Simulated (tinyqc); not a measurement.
Worked calculation: Franz-Keldysh effect at a direct gap. Values are carried at full precision from step to step, so a last printed digit may differ when a step is redone from the rounded ones.

Parabolic bands, vertical transitions, no excitons. For each hole band j: mr = me mj/(me + mj); joint density of states J_j(E) = (mr/c)^(3/2) sqrt(E - Eg)/(2 pi^2), both spins, c = hbar^2/2m0; averaged matrix element |e.p|^2 = m0 Ep/6; alpha_j(E) = 4 pi^2 alpha_f c Ep J_j/(3 nr E) in 1/angstrom (alpha_f the fine-structure constant, listed as alpha among the constants), times 1e8 for 1/cm.

In a field Fd (1 kV/cm = 1e-5 V/angstrom) the electro-optic energy of band j is th = (c (e Fd)^2/mr)^(1/3), and sqrt(E - Eg) in J_j is replaced by pi sqrt(th) [Ai'(b)^2 - b Ai(b)^2] with b = (Eg - E)/th; Ai is the Airy function.

Constants: hbar^2/2m0 = 3.80998211 eV angstrom^2; fine-structure constant alpha = 0.007297352564.

Parameters, chosen for this exercise (near those of InP; not measured data): Eg = 1.361 eV (direct gap); me = 0.0783 m0 (electron mass); mhh = 0.612 m0 (heavy-hole mass); mlh = 0.0855 m0 (light-hole mass); Ep = 21.1 eV (Kane energy); nr = 3.41 (refractive index); Fd = 220 kV/cm (uniform field); E = 1.357 eV (photon energy); L = 160 micrometre (length of a waveguide).

## Electro-optic energy and length

For each hole band give mr, th and the length th/(e Fd).

Scales:
```
hole   mr (m0)  th (meV)  length (angstrom)
heavy  0.06942    64.283               29.2
light  0.04087    76.698               34.9
```

The light-hole pair has th larger by a factor 1.193, the cube root of the ratio of reduced masses.

## Airy factors at E

Ai is the Airy function, th the electro-optic energy of each hole band from the table (its other columns are not needed here), b = (Eg - E)/th with th in eV; the factor takes the place of sqrt(E - Eg) in the joint density of states.

Form b, Ai(b), Ai'(b) and the factor pi sqrt(th) [Ai'^2 - b Ai^2] for each band, beside sqrt(E - Eg) (zero below the gap).

Factors:
```
hole        b   Ai(b)   Ai'(b)  factor (eV^(1/2))  without field
heavy  0.0622  0.3389  -0.2582            0.04739         0.0000
light  0.0522  0.3415  -0.2583            0.05278         0.0000
```

## Absorption with and without the field

Put the factors in place of sqrt(E - Eg) in alpha_j and add the bands; a waveguide of length L changes its transmission by 4.343 (alpha(F) - alpha(0)) L dB.

alpha_j in the field (1/cm): heavy 985, light 496

alpha(F) = 1.48e+03 1/cm
alpha(0) = 0 1/cm
change of loss = 103 dB

Below the gap the field opens a tail where this model has no absorption; excitons and band tails absorb within some 10 to 20 meV of a real edge. Excitons, which add a sharp peak at low field, are left out.

## Checks

- Airy factor at b = -40 against the zero-field limit sqrt(-b): 6.33 against 6.32.

Computed by tinyqc, a small Python program: `OMP_NUM_THREADS=1 python tinyqc.py 1650624 1650625 out.jsonl` (the numbers bound the seed that draws the inputs); one thread of a shared host (Intel(R) Xeon(R) Processor @ 2.30GHz), about 0.01 s for the whole set of steps.
